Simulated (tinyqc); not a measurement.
# Rutherford backscattering from a thin compound film on silicon: kinematics, yields, composition and thickness, step by step

A worked calculation. Computed by tinyqc, a small Python program that keeps every step. Command: `OMP_NUM_THREADS=1 python tinyqc.py 3022330 3022331 out.jsonl rbs walk`. One thread of a shared host (Intel(R) Xeon(R) Processor @ 2.30GHz), about 0.01 s of CPU time with the checks. Intermediate numbers are printed to about 7 digits and carried at full precision; extremes and crossings named in words are read from the listed rows.

Singly charged helium ions (Z1 = 2, M1 = 4.0026 u) enter at the tilt angle a1 to the normal and leave at a2 = |180 - theta - tilt| in the same plane. The film is A B_x.

Inputs (values chosen for the exercise, modelled on a helium beam on SiGe):
```
quantity,value,unit
beam energy E0,2,MeV
scattering angle theta,165,degrees
tilt of the sample,0,degrees
heavy element: Z_A,32,-
heavy element: mass M_A,72.6,u
heavy element: stopping eps_A at 2 MeV,76.5,1e-15 eV cm^2
light element: Z_B,14,-
light element: mass M_B,28.09,u
light element: stopping eps_B at 2 MeV,49.9,1e-15 eV cm^2
"atoms of B per atom of A, x",3.43,-
atomic density of the film,49.1,1/nm^3
film thickness d,110,nm
collected charge,27,microcoulomb
detector solid angle,3.7,msr
detector resolution (FWHM),14,keV
```

Constants: e^2/(4 pi eps_0) = 14.39964548 eV angstrom; e = 1.602176634e-19 C.

## Kinematics

Kinematic factor K = [(sqrt(M^2 - M1^2 sin^2 theta) + M1 cos theta)/(M + M1)]^2. Surface edges lie at K E0; substrate silicon has M = 28.09 u. Mass resolution at M_A = resolution/(E0 dK/dM).

kinematic factors: A 0.8049337, B 0.5688382, Si 0.5688382

surface edges (keV): A 1609.867, B 1137.676, Si 1137.676

mass resolution at M_A = 2.903542 u

K flattens for heavy targets, so masses within 2.9 u of A cannot be told apart.

## Peak widths (surface approximation)

Stopping per atom eps(E) = eps(2 MeV) (E/2 MeV)^(-0.4) (a law chosen for the exercise); Bragg rule eps_film = (eps_A + x eps_B)/(1 + x); areal density N d, with 1/nm^2 = 0.1 x 1e15/cm^2. Width of the signal of element i: [K_i eps(E0)/cos a1 + eps(K_i E0)/cos a2] N d; depth resolution = resolution x d/width of A; energy lost on the way in = eps(E0) N d/cos a1.

areal density N d = 540.1 1e15 atoms/cm^2

film stopping at E0 = 55.90451 1e-15 eV cm^2

widths (keV): A 58.39782, B 56.34806

depth resolution = 26.37085 nm

energy lost on the way in = 30.19403 keV

The signal of A spans 4.2 resolution widths, so its width measures the thickness. Caution: the silicon signal of the film merges with that of the substrate, so only the width of A can be read directly.

## Yields

Rutherford cross section in the laboratory frame: sigma = (Z1 Z e^2/(4 pi eps_0 4E))^2 (4/sin^4 theta) (r + cos theta)^2/r, r = sqrt(1 - (M1 sin theta/M)^2), times the screening factor 1 - 0.049 Z1 Z^(4/3)/E (E in keV); 1 angstrom^2 = 1e8 barn. Counts = (charge/e) x solid angle x sigma(E_mean) x areal density of the element/cos a1, E_mean = E0 - half the energy lost on the way in; 1 barn = 1e-24 cm^2. The ratio of areas returns x = (Y_B/Y_A)(sigma_A/sigma_B), with the counting error sqrt(1/Y_A + 1/Y_B).

cross sections (barn/sr): A 1.379278, B 0.256095

counts: A 104852.2, B 66776.1

ratio of areas Y_B/Y_A = 0.6368598

counting error of x without background = 0.4951025 %

The cross sections differ by 5.4, near (Z_A/Z_B)^2 = 5.2. The silicon signal of the film runs into that of the substrate and appears as a step, not a peak. Caution: film and substrate silicon overlap, so Y_B must be separated by a fit.

## Surface approximation against the full path

Surface approximation as above. Full path: dE/ds = -eps(E) integrates to E^1.4 = E(start)^1.4 - 1.4 eps(2 MeV) 2000^0.4 s (keV), applied in (s = N d/cos a1), then K, then out (s = N d/cos a2); width = K E0 - exit energy. The last column is the error in thickness if the full width is read with the surface formula.

Widths (keV):
```
d (nm),"A, surface","A, full","B, full",error (%)
5,2.6544,2.6553,2.5624,0.033010
10,5.3089,5.3124,5.1272,0.066085
20,10.6178,10.6318,10.2637,0.132434
50,26.5445,26.6329,25.7297,0.333078
100,53.0889,53.4462,51.6997,0.672949
150,79.6334,80.4456,77.9207,1.019896
200,106.1779,107.6370,104.4038,1.374221
300,159.2668,162.6214,158.2063,2.106317
```

The error grows roughly in proportion to thickness, from 0.03 % to 2.1 %, because the ion slows and the stopping rises along the path. The signals of A and B would overlap once the width of A exceeds the gap between the edges, 472 keV.

Checks made by the program: kinematic factor against energy and momentum conservation (relative difference below 1e-10).
